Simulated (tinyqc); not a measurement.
# Read current of a NAND string, cells in series solved by shooting: effects of single changes

Cells in series, numbered from 0 at the source line (0 V) to the bit line, each followed by a gap resistance Rg. A cell with gate Vg, threshold VT, source Vs and drain Vd passes I = 2 nf K Vt^2 [F(Vs) - F(Vd)]/(1 + th max(Vg - VT, 0)), F(V) = ln^2(1 + exp((Vg - VT - nf V)/(2 nf Vt))). The selected cell has Vg = Vr, the others Vg = Vp.

Inputs (values chosen for the exercise); values of the order met in vertical NAND strings: temperature T = 300 K; gain factor of a cell K = 18 uA/V^2; slope factor nf = 1.2; mobility reduction factor th = 0.18 1/V; resistance of the gap between cells Rg = 16 kohm; bit-line voltage Vbl = 0.3 V; pass voltage Vp = 7.2 V; threshold of an erased cell Ve = -2.3 V; threshold of the highest state Vh = 3.7 V; threshold of the selected cell Vx = 2.9 V; sensing current Is = 10 nA; read voltage on the selected word line Vr = 4.46 V.

Constants: q = 1.602176634e-19 C, kB = 1.380649e-23 J/K, Vt = kB T/q. Results are converted to the units shown.

Each table varies one quantity; the others keep the values above.

## Read current against the number of cells

For a trial current I start at 0 V and, cell by cell, solve for the drain: sqrt(F(Vd)) = sqrt(F(Vs) - I/k), k = 2 nf K Vt^2/(1 + th max(Vg - VT, 0)), Vd = [Vg - VT - 2 nf Vt ln(exp(sqrt F) - 1)]/nf, then add I Rg. The string current is the I for which the last node reaches Vbl. The apparent threshold is the Vr at which I = Is. Background: all other cells erased (VT = Ve) or all in the highest state (VT = Vh); ratio and shift are high over erased and high minus erased. The selected cell is in the middle, cell n/2.

Read current against the number of cells:
columns A: n; B: I, others erased (uA); C: I, others high (uA); D: ratio; E: apparent VT, erased (V); F: apparent VT, high (V); G: background shift (mV)
```
A          B        C       D      E      F       G
8      1.025   0.8102  0.7908  2.888  2.888  0.4815
16    0.5456   0.4188  0.7676  2.889  2.890  0.9636
32    0.2819   0.2129  0.7554  2.892  2.894   1.930
64    0.1433   0.1074  0.7492  2.898  2.902   3.886
96   0.09609  0.07179  0.7471  2.905  2.911   5.861
128  0.07227  0.05392  0.7460  2.911  2.919   7.835
192  0.04832  0.03599  0.7450  2.923  2.935   11.82
```

Read the table: what changes, and by how much?

With erased neighbours the current falls from 1.02 to 0.0483 uA, as n^(-0.91) between the first two rows and n^(-0.99) between the last two (-1 once the series resistance rules). The ratio falls from 0.791 to 0.745 and the background shift rises from 0.481 to 11.8 mV.

## Effect of the pass voltage

Same model as above.

The string has 32 cells and the selected one is cell 16.

Effect of the pass voltage:
columns A: Vp (V); B: I, others erased (uA); C: I, others high (uA); D: ratio; E: apparent VT, erased (V); F: apparent VT, high (V); G: background shift (mV)
```
A         B        C       D      E      F      G
4.3  0.2608  0.05835  0.2237  2.893  2.909  16.62
4.8  0.2654   0.1068  0.4024  2.893  2.901  8.279
5.3  0.2695   0.1411  0.5235  2.893  2.898  5.293
5.8  0.2732   0.1667  0.6101  2.893  2.896  3.778
6.3  0.2766   0.1866  0.6745  2.892  2.895  2.872
6.8  0.2796   0.2024  0.7238  2.892  2.895  2.275
7.3  0.2824   0.2153  0.7624  2.892  2.894  1.856
7.8  0.2850   0.2261  0.7934  2.892  2.894  1.549
```

What does the comparison show?

As Vp goes from 4.3 to 7.8 V, the current with erased neighbours rises from 0.261 to 0.285 uA, that with high neighbours rises from 0.0583 to 0.226 uA and the ratio rises from 0.224 to 0.793. The background shift falls from 16.6 to 1.55 mV. A higher pass voltage also disturbs erased cells more, which this model leaves out.

Program tinyqc, `OMP_NUM_THREADS=1 python tinyqc.py 2142256 2142257 out.jsonl`; Intel Xeon 2.30GHz, shared host, one thread, about 0.4 s.
